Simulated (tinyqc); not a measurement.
# Valley-orbit splitting of a donor ground state, with strain, step by step

A worked calculation. Computed by tinyqc, a small Python program that keeps every step. Command: `OMP_NUM_THREADS=1 python tinyqc.py 3016938 3016939 out.jsonl valleyorbit walk`. One thread of a shared host (Intel(R) Xeon(R) Processor @ 2.30GHz), about 0.01 s of CPU time with the checks. Intermediate numbers are printed to about 5 digits and carried at full precision; extremes and crossings named in words are read from the listed rows.

The basis is the 1s envelope in each valley; energies are counted from the unstrained conduction-band edge. The strain is e_s (a a^T - 1/3) for the unit stress axis a, so valley j along n_j moves by Xi_u e_s w_j with w_j = (n_j.a)^2 - 1/3: +1/3 for [111] and [-1-11], -1/3 for the others.

Inputs (values chosen for the exercise, modelled on donors in germanium): single-valley binding energy E_0 = 9.55 meV; central-cell shift Lambda = 0.29 meV; coupling Delta_1 = 0.2 meV; shear deformation potential Xi_u = 17 eV; shear strain e_s = 0.00038; temperature T = 77 K; donor density N_D = 4.2e+16 cm^-3; density-of-states mass of one valley m_e = 0.223 m_0.

Valleys: four along <111>. Stress axis: [110].

Constants: k_B = 8.617333262e-05 eV/K; m_0 = 9.1093837015e-31 kg; k_B = 1.380649e-23 J/K; h = 6.62607015e-34 J s.

## Levels without strain

By symmetry: E(A1) = E_0 + Lambda + 3 Delta_1 (one state), E(T2) = E_0 + Lambda - Delta_1 (three), as binding energies.

E(A1) = 10.44 meV

E(T2) = 9.64 meV

Only A1 has all valley amplitudes in phase, so only it has weight at the nucleus.

## The valley matrix under strain

H_jj = -(E_0 + Lambda) + Xi_u e_s w_j; H_jk = -Delta_1 between any two valleys.

H (meV), rows [111], [1-1-1], [-11-1], [-1-11]:
$$\begin{pmatrix}
-7.687 & -0.200 & -0.200 & -0.200 \\
-0.200 & -11.993 & -0.200 & -0.200 \\
-0.200 & -0.200 & -11.993 & -0.200 \\
-0.200 & -0.200 & -0.200 & -7.687
\end{pmatrix}$$

## Levels and ground state under strain

Diagonalise H; the ground vector has positive components. The density at the nucleus, and so the contact hyperfine coupling, scales as (sum_j c_j)^2/(number of valleys), which is 1 without strain; the envelopes are held fixed.

levels (meV): [-12.230, -11.793, -7.850, -7.487]

valley amplitudes of the ground state: [111] 0.06484, [1-1-1] 0.70413, [-11-1] 0.70413, [-1-11] 0.06484

hyperfine ratio A/A_0 = 0.59132

The valleys that move down hold 99.2 % of the ground state, against 50.0 % without strain.

## Binding energy under strain

The binding energy is counted from the lowest valley edge, min_j Xi_u e_s w_j; the gap is from the ground state to the next level.

binding energy under strain = 10.077 meV

gap to the first excited state = 0.43684 meV

## Populations and ionisation

z = sum over levels of exp(-(E - E_ground)/k_B T), the ground-state share being 1/z; N_c = 2 (2 pi m_e k_B T/h^2)^(3/2) sum_j exp(-(shift_j - lowest shift)/k_B T); n1 = N_c/(2 z) exp(-binding/k_B T), binding = lowest shift - E_ground; without compensation n = 2 N_D/(1 + sqrt(1 + 4 N_D/n1)) (Boltzmann statistics; p and higher states left out).

partition sum z = 2.9423

share of neutral donors in the ground state = 0.33987

N_c = 1.0464e+18 cm^-3

n1 = 3.8942e+16 cm^-3

free electrons n = 2.5414e+16 cm^-3

Caution: k_B T exceeds a third of E_0, so the p and higher states, left out, hold part of the bound electrons. Caution: at this donor density neighbouring orbits begin to overlap and the depth shrinks, which a fixed level leaves out.

## Strain dependence

The contact hyperfine ratio is A/A_0 = (sum_j c_j)^2/(number of valleys), c_j the valley amplitudes of the ground state; binding from the lowest valley edge.

Against strain:
```
e_s       Xi_u e_s (w_max - w_min) (meV)  binding (meV)  gap to next level (meV)    A/A_0
-0.00300                         -34.000         10.045                  0.40471  0.51176
-0.00110                         -12.467         10.053                  0.41282  0.53202
-0.00038                          -4.307         10.077                  0.43684  0.59132
-0.00011                          -1.247         10.157                  0.51730  0.77004
0.00011                            1.247         10.157                  0.51730  0.77004
0.00038                            4.307         10.077                  0.43684  0.59132
0.00110                           12.467         10.053                  0.41282  0.53202
0.00300                           34.000         10.045                  0.40471  0.51176
```

A/A_0 falls for either sign of strain, to 0.512 and 0.512 at the ends; its limits are the shares of the valleys that end up lowest, 2/4 under compression and 2/4 under tension. Near zero strain A/A_0 changes in second order, the binding in first. The binding energy drops from 10.44 meV to 10.04 and 10.04 meV, since fewer valleys share the valley-orbit gain.

## Do the excited 1s states matter for ionisation?

No strain here. The last two columns set z = 1, with the A1 depth, or use one level at E_0 with z equal to the number of valleys.

Ionised share:
```
T (K)       z  all 1s states  ground state alone  no splitting
6.1    1.6549     2.2853e-05          2.9399e-05    3.4273e-05
10.0   2.1856     1.3842e-03          2.0458e-03    1.7146e-03
15.0   2.6156     1.2844e-02          2.0689e-02    1.4641e-02
22.0   2.9672     5.6782e-02          9.5768e-02    6.1683e-02
30.0   3.2015     1.3747e-01          2.3208e-01    1.4541e-01
48.0   3.4724     3.4809e-01          5.4306e-01    3.5832e-01
81.0   3.6751     6.3060e-01          8.2709e-01    6.3787e-01
```

z grows from 1.655 to 3.68 of at most 4. Leaving out the excited states overstates the ionised share by up to 68.8 % (at 30.0 K); ignoring the splitting misses by a factor 1.50 at the lowest T and 1.01 at the highest.

Checks made by the program: symmetry formulas against diagonalisation (relative difference below 1e-10).
